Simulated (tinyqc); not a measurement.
Inside a calculation. Method: Hueckel theory of the pi electrons with the omega technique, for the molecule [CH2]c1ccccc1Cl (SMILES; centres numbered as the heavy atoms are written). Computed by tinyqc, a small Python program that keeps every step. Settings: charge = 0, omega = 0.6, damping = 0.3. Command: `OMP_NUM_THREADS=1 python tinyqc.py 31918 31919 out.jsonl` (the two numbers bound the seeds that draw the settings). One thread of a shared host (Intel(R) Xeon(R) Processor @ 2.60GHz), about 0.01 s of CPU time with the checks.

## The Hueckel matrix

Centres:
```
centre  z_r, pi electrons of the neutral centre         h
1C                                            1  0.000000
2C                                            1  0.000000
3C                                            1  0.000000
4C                                            1  0.000000
5C                                            1  0.000000
6C                                            1  0.000000
7C                                            1  0.000000
8Cl                                           2  2.000000
```

Bonds:
```
i  j         k
1  2         1
2  3         1
3  4         1
4  5         1
5  6         1
6  7         1
7  8  0.400000
7  2         1
```

H_rr = alpha + h_r beta, H_rs = k_rs beta for bonded centres.

Hueckel matrix in units of beta (H = alpha + beta A), order 1C, 2C, 3C, 4C, 5C, 6C, 7C, 8Cl:
```
[[0.000000, 1.000000, 0.000000, 0.000000, 0.000000, 0.000000, 0.000000, 0.000000],
 [1.000000, 0.000000, 1.000000, 0.000000, 0.000000, 0.000000, 1.000000, 0.000000],
 [0.000000, 1.000000, 0.000000, 1.000000, 0.000000, 0.000000, 0.000000, 0.000000],
 [0.000000, 0.000000, 1.000000, 0.000000, 1.000000, 0.000000, 0.000000, 0.000000],
 [0.000000, 0.000000, 0.000000, 1.000000, 0.000000, 1.000000, 0.000000, 0.000000],
 [0.000000, 0.000000, 0.000000, 0.000000, 1.000000, 0.000000, 1.000000, 0.000000],
 [0.000000, 1.000000, 0.000000, 0.000000, 0.000000, 1.000000, 0.000000, 0.400000],
 [0.000000, 0.000000, 0.000000, 0.000000, 0.000000, 0.000000, 0.400000, 2.000000]]
```

## Orbitals, round 1

pi electrons, sum of z_r less the charge = 9

Diagonalise; E = alpha + x beta with beta < 0, so the largest x are filled first; degenerate levels share their electrons. P = sum n_i c_ri c_si; each orbital has its largest coefficient positive (the first on a tie).

x values: [2.245831, 1.927200, 1.256908, 0.962298, -0.011358, -1.013357, -1.259980, -2.107542]

occupations: [2.000000, 2.000000, 2.000000, 2.000000, 1.000000, 0.000000, 0.000000, 0.000000]

coefficients, order 1C, 2C, 3C, 4C, 5C, 6C, 7C, 8Cl:
```
[[0.164314, -0.171499, -0.402193, 0.035883, 0.753639, 0.013518, -0.395206, -0.237065],
 [0.369023, -0.330513, -0.505519, 0.034530, -0.008560, -0.013698, 0.497951, 0.499625],
 [0.258933, -0.334739, -0.138662, -0.482546, -0.376941, 0.502276, -0.109652, -0.403034],
 [0.212496, -0.314596, 0.331234, -0.498883, 0.012841, -0.495287, -0.359792, 0.349786],
 [0.218299, -0.271551, 0.554992, 0.002472, 0.376795, -0.000374, 0.562983, -0.334154],
 [0.277765, -0.208737, 0.366340, 0.501262, -0.017121, 0.495665, -0.349555, 0.354459],
 [0.405515, -0.130727, -0.094536, 0.479892, -0.376601, -0.501913, -0.122551, -0.412882],
 [0.659827, 0.718282, 0.050888, -0.184983, 0.074895, 0.066625, 0.015037, 0.040207]]
```

charge and bond-order matrix P, order 1C, 2C, 3C, 4C, 5C, 6C, 7C, 8Cl:
```
[[1.006887, 0.637296, -0.007263, -0.114827, 0.002598, -0.108730, 0.004765, -0.027296],
 [0.637296, 1.004389, 0.522469, -0.004665, -0.223557, 0.007363, 0.517647, -0.052686],
 [-0.007263, 0.522469, 1.004433, 0.705429, -0.003482, -0.295316, 0.002554, -0.002990],
 [-0.114827, -0.004665, 0.705429, 1.005617, 0.633669, -0.008290, -0.291690, 0.047728],
 [0.002598, -0.223557, -0.003482, 0.633669, 1.000808, 0.637296, 0.003582, -0.018231],
 [-0.108730, 0.007363, -0.295316, -0.008290, 0.637296, 1.012680, 0.698137, -0.082756],
 [0.004765, 0.517647, 0.002554, -0.291690, 0.003582, 0.698137, 0.983359, 0.131973],
 [-0.027296, -0.052686, -0.002990, 0.047728, -0.018231, -0.082756, 0.131973, 1.981828]]
```

## Omega technique, round 1

h_r = h_r(0) + omega q_r, omega = 0.6, with q_r = z_r - P_rr; 0.3 of the old diagonal is kept.

matrix after round 1, order 1C, 2C, 3C, 4C, 5C, 6C, 7C, 8Cl:
```
[[-0.002893, 1.000000, 0.000000, 0.000000, 0.000000, 0.000000, 0.000000, 0.000000],
 [1.000000, -0.001844, 1.000000, 0.000000, 0.000000, 0.000000, 1.000000, 0.000000],
 [0.000000, 1.000000, -0.001862, 1.000000, 0.000000, 0.000000, 0.000000, 0.000000],
 [0.000000, 0.000000, 1.000000, -0.002359, 1.000000, 0.000000, 0.000000, 0.000000],
 [0.000000, 0.000000, 0.000000, 1.000000, -0.000339, 1.000000, 0.000000, 0.000000],
 [0.000000, 0.000000, 0.000000, 0.000000, 1.000000, -0.005325, 1.000000, 0.000000],
 [0.000000, 1.000000, 0.000000, 0.000000, 0.000000, 1.000000, 0.006989, 0.400000],
 [0.000000, 0.000000, 0.000000, 0.000000, 0.000000, 0.000000, 0.400000, 2.007632]]
```

## Orbitals, round 2

As before.

x values: [2.249373, 1.930221, 1.254942, 0.961808, -0.012281, -1.013924, -1.261873, -2.108265]

occupations: [2.000000, 2.000000, 2.000000, 2.000000, 1.000000, 0.000000, 0.000000, 0.000000]

coefficients, order 1C, 2C, 3C, 4C, 5C, 6C, 7C, 8Cl:
```
[[0.161873, -0.173645, -0.401676, 0.033010, 0.753699, 0.010421, -0.395922, -0.237249],
 [0.364582, -0.335675, -0.505242, 0.031845, -0.007076, -0.010536, 0.498458, 0.499497],
 [0.254496, -0.337506, -0.136982, -0.483432, -0.376921, 0.501460, -0.111787, -0.403513],
 [0.208349, -0.316416, 0.333082, -0.497714, 0.011004, -0.496972, -0.357605, 0.350465],
 [0.214651, -0.273992, 0.555766, 0.003552, 0.376812, 0.001260, 0.562196, -0.334532],
 [0.274553, -0.212543, 0.364561, 0.501131, -0.015504, 0.495695, -0.351624, 0.354704],
 [0.404383, -0.137394, -0.096322, 0.481109, -0.376704, -0.501218, -0.120363, -0.411390],
 [0.669118, 0.709942, 0.051188, -0.184011, 0.074598, 0.066352, 0.014726, 0.039981]]
```

charge and bond-order matrix P, order 1C, 2C, 3C, 4C, 5C, 6C, 7C, 8Cl:
```
[[1.005639, 0.637264, -0.006351, -0.114808, 0.002408, -0.108772, 0.003856, -0.026976],
 [0.637264, 1.003812, 0.522450, -0.004005, -0.223573, 0.006528, 0.517740, -0.052694],
 [-0.006351, 0.522450, 1.004368, 0.705454, -0.003519, -0.295344, 0.001781, -0.002871],
 [-0.114808, -0.004005, 0.705454, 1.004503, 0.633677, -0.007244, -0.291767, 0.047638],
 [0.002408, -0.223573, -0.003519, 0.633677, 1.002058, 0.637276, 0.003298, -0.018084],
 [-0.108772, 0.006528, -0.295344, -0.007244, 0.637276, 1.009423, 0.698260, -0.082631],
 [0.003856, 0.517740, 0.001781, -0.291767, 0.003298, 0.698260, 0.988199, 0.131055],
 [-0.026976, -0.052694, -0.002871, 0.047638, -0.018084, -0.082631, 0.131055, 1.981999]]
```

## Omega technique, round 2

As before.

matrix after round 2, order 1C, 2C, 3C, 4C, 5C, 6C, 7C, 8Cl:
```
[[-0.003236, 1.000000, 0.000000, 0.000000, 0.000000, 0.000000, 0.000000, 0.000000],
 [1.000000, -0.002154, 1.000000, 0.000000, 0.000000, 0.000000, 1.000000, 0.000000],
 [0.000000, 1.000000, -0.002393, 1.000000, 0.000000, 0.000000, 0.000000, 0.000000],
 [0.000000, 0.000000, 1.000000, -0.002599, 1.000000, 0.000000, 0.000000, 0.000000],
 [0.000000, 0.000000, 0.000000, 1.000000, -0.000966, 1.000000, 0.000000, 0.000000],
 [0.000000, 0.000000, 0.000000, 0.000000, 1.000000, -0.005555, 1.000000, 0.000000],
 [0.000000, 1.000000, 0.000000, 0.000000, 0.000000, 1.000000, 0.007053, 0.400000],
 [0.000000, 0.000000, 0.000000, 0.000000, 0.000000, 0.000000, 0.400000, 2.009850]]
```

## Convergence

Each round sets h_r = h_r(0) + omega (z_r - P_rr), keeping the share named as damping of the old diagonal; repeat until output and input diagonals agree to 1e-6.

Rounds:
```
round    sum n x  largest |h(out) - h(in)|
1      12.773117                  1.09e-02
2      12.780407                  3.17e-03
3      12.782574                  9.30e-04
4      12.783211                  2.73e-04
5      12.783398                  8.02e-05
6      12.783453                  2.36e-05
7      12.783469                  6.92e-06
8      12.783474                  2.03e-06
9      12.783475                  5.97e-07
```

Converged in 9 rounds.

## Energy, charges, bond orders

final x values: [2.250590, 1.931539, 1.254413, 0.961571, -0.012751, -1.014263, -1.262410, -2.108690]

occupations: [2.000000, 2.000000, 2.000000, 2.000000, 1.000000, 0.000000, 0.000000, 0.000000]

final P, order 1C, 2C, 3C, 4C, 5C, 6C, 7C, 8Cl:
```
[[1.005630, 0.637256, -0.006295, -0.114799, 0.002396, -0.108785, 0.003783, -0.026893],
 [0.637256, 1.003813, 0.522452, -0.003972, -0.223578, 0.006427, 0.517753, -0.052653],
 [-0.006295, 0.522452, 1.004217, 0.705452, -0.003461, -0.295343, 0.001793, -0.002876],
 [-0.114799, -0.003972, 0.705452, 1.004575, 0.633682, -0.007171, -0.291778, 0.047579],
 [0.002396, -0.223578, -0.003461, 0.633682, 1.001887, 0.637268, 0.003263, -0.018034],
 [-0.108785, 0.006427, -0.295343, -0.007171, 0.637268, 1.009436, 0.698281, -0.082556],
 [0.003783, 0.517753, 0.001793, -0.291778, 0.003263, 0.698281, 0.988394, 0.130877],
 [-0.026893, -0.052653, -0.002876, 0.047579, -0.018034, -0.082556, 0.130877, 1.982048]]
```

E = sum n x; q_r = z_r - P_rr; bond order p = P_rs; free valence = sqrt(3) - sum of p over the bonds of the atom.

pi energy = 9 alpha + this times beta = 12.783475

pi charges: [-0.005630, -0.003813, -0.004217, -0.004575, -0.001887, -0.009436, 0.011606, 0.017952]

Bond orders and lengths from R = 1.517 - 0.180 p (angstrom, C-C alone):
```
bond         p         R
1-2   0.637256  1.402294
2-3   0.522452  1.422959
3-4   0.705452  1.390019
4-5   0.633682  1.402937
5-6   0.637268  1.402292
6-7   0.698281  1.391309
7-8   0.130877         -
7-2   0.517753  1.423804
```

free valence of the carbons: [1.094795, 0.054590, 0.504147, 0.392916, 0.461100, 0.396502, 0.385140]

gap between the highest filled and the next level = 1.001512 |beta|
